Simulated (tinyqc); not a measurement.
Bound state in one dimension: Numerov shooting, finite differences, DVR, step by step. Computed by tinyqc, a small Python program that keeps every step. Settings: points = 96. Command: `OMP_NUM_THREADS=1 python tinyqc.py 22104 22105 out.jsonl` (the two numbers bound the seeds that draw the settings). One thread of a shared host (Intel(R) Xeon(R) Processor @ 2.60GHz), about 0.01 s of CPU time with the checks.

## Numerov steps at E = -8.65

One particle of mass 1 in V = -8.83 exp(-x^2/2.43^2) (atomic units), psi = 0 at both ends:
```
parameter                value
left end                    -7
right end                    7
intervals                   96
h                     0.145833
state sought (nodes)         0
```

k_i = 2 m (E - V_i); (1 + h^2 k_(i+1)/12) y_(i+1) = 2 (1 - 5 h^2 k_i/12) y_i - (1 + h^2 k_(i-1)/12) y_(i-1), from y_0 = 0, y_1 = 0.001.

Points along the way:
```
i           x          V           k              y
0   -7.000000  -0.002198  -17.295603       0.000000
1   -6.854167  -0.003095  -17.293809       0.001000
2   -6.708333  -0.004327  -17.291346       0.002379
3   -6.562500  -0.006005  -17.287990       0.004661
4   -6.416667  -0.008274  -17.283452       0.008712
5   -6.270833  -0.011319  -17.277362       0.016065
32  -2.333333  -3.511817  -10.276366  100199.581350
33  -2.187500  -3.926642   -9.446716  161315.531380
34  -2.041667  -4.358955   -8.582090  255144.908510
35  -1.895833  -4.804134   -7.691732  395878.851310
36  -1.750000  -5.256776   -6.786448  601696.230540
37  -1.604167  -5.710781   -5.878438  894599.269970
```

## Bisection on the node count

With more sign changes than the state has nodes (the last point included) the energy is too high, else too low; the bracket starts as -8.65 to -0.05.

Trials:
```
trial            E  sign changes  y at the right end   next
1      -4.35000000             3           -2.33e+08  lower
2      -6.50000000             1           -5.06e+11  lower
3      -7.57500000             1           -1.91e+14  lower
4      -8.11250000             0            6.53e+14  raise
5      -7.84375000             1           -2.54e+14  lower
6      -7.97812500             1           -5.87e+13  lower
7      -8.04531250             0            2.01e+14  raise
8      -8.01171875             0            5.22e+13  raise
9      -7.99492188             1           -7.54e+12  lower
10     -8.00332031             0            2.12e+13  raise
11     -7.99912109             0            6.55e+12  raise
12     -7.99702148             1           -5.67e+11  lower
13     -7.99807129             0            2.97e+12  raise
14     -7.99754639             0            1.20e+12  raise
...            ...           ...                 ...    ...
28     -7.99719023             1           -2.00e+07  lower
29     -7.99719024             0            3.38e+07  raise
30     -7.99719023             0            6.90e+06  raise
```

eigenvalue = -7.99719023 hartree

## The same grid by other methods

Three-point finite differences and the sine-DVR kinetic matrix of Colbert and Miller on the same points.

Lowest levels (hartree):
```
state  finite differences        DVR
0               -7.998940  -7.997182
1               -6.406030  -6.398173
2               -4.954077  -4.936317
```
